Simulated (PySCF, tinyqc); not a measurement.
Worked calculation: RHF in the 6-31g basis, for H3-, spin multiplicity 1. The basis has no diffuse functions, so it cannot describe the extra electron: this is an exercise in the method, not the real anion. The lowest restricted solution is unstable here: a spin-polarised one lies 0.1013 hartree lower (PySCF). One step of it, computed by the program tinyqc.

Question. Iteration 3: diagonalisation and new density. Diagonalise F' = X^T F X, C = X C', fill 2 alpha and 2 beta electrons from the bottom; D = 2 C_occ C_occ^T. Each column has its largest component positive (the first on a tie).

extrapolated F (hartree), lower triangle:
```
           1H 1s      1H 2s      2H 1s      2H 2s      3H 1s      3H 2s
1H 1s   0.438554
1H 2s  -0.180526  -0.023300
2H 1s  -0.119690  -0.139528   0.546515
2H 2s  -0.162585  -0.114984  -0.168025   0.000016
3H 1s  -0.209321  -0.225446  -0.099844  -0.142859   0.446143
3H 2s  -0.230273  -0.179973  -0.124703  -0.100356  -0.176291  -0.017166
```

X, lower triangle:
```
           1H 1s      1H 2s      2H 1s      2H 2s      3H 1s     3H 2s
1H 1s   1.261148
1H 2s  -0.516019   1.540396
2H 1s   0.033443   0.012211   1.261143
2H 2s   0.012235  -0.311355  -0.515997   1.540183
3H 1s   0.033439   0.012198   0.033444   0.012237   1.261147
3H 2s   0.012201  -0.311600   0.012217  -0.311317  -0.516016  1.540367
```

Give: F' = X^T F X; orbital energies; coefficients C; D after iteration 3.

Answer.

F' = X^T F X (hartree), lower triangle:
```
        1       2       3       4       5      6
1   0.903
2  -0.570   0.479
3   0.007  -0.055   1.074
4  -0.064  -0.084  -0.663   0.493
5  -0.055  -0.120   0.020  -0.050   0.913
6  -0.122  -0.153  -0.042  -0.070  -0.577  0.480
```

orbital energies (hartree): MO1 -0.222, MO2 0.125, MO3 0.318, MO4 1.279, MO5 1.322, MO6 1.521

coefficients C:
```
         MO1     MO2     MO3     MO4     MO5     MO6
1H 1s  0.213  -0.074   0.197  -1.053   0.773   0.253
1H 2s  0.359  -0.358   0.891   1.166  -0.652  -0.002
2H 1s  0.126   0.228  -0.020   0.033  -0.296   1.305
2H 2s  0.151   1.033  -0.100  -0.075   0.590  -1.174
3H 1s  0.205  -0.112  -0.185   0.778   1.045   0.271
3H 2s  0.340  -0.512  -0.820  -0.925  -0.963  -0.018
```

D after iteration 3, lower triangle:
```
        1H 1s   1H 2s   2H 1s   2H 2s  3H 1s  3H 2s
1H 1s   0.102
1H 2s   0.206   0.514
2H 1s   0.020  -0.073   0.136
2H 2s  -0.088  -0.632   0.509   2.180
3H 1s   0.104   0.227   0.000  -0.170  0.109
3H 2s   0.221   0.611  -0.148  -0.956  0.254  0.756
```
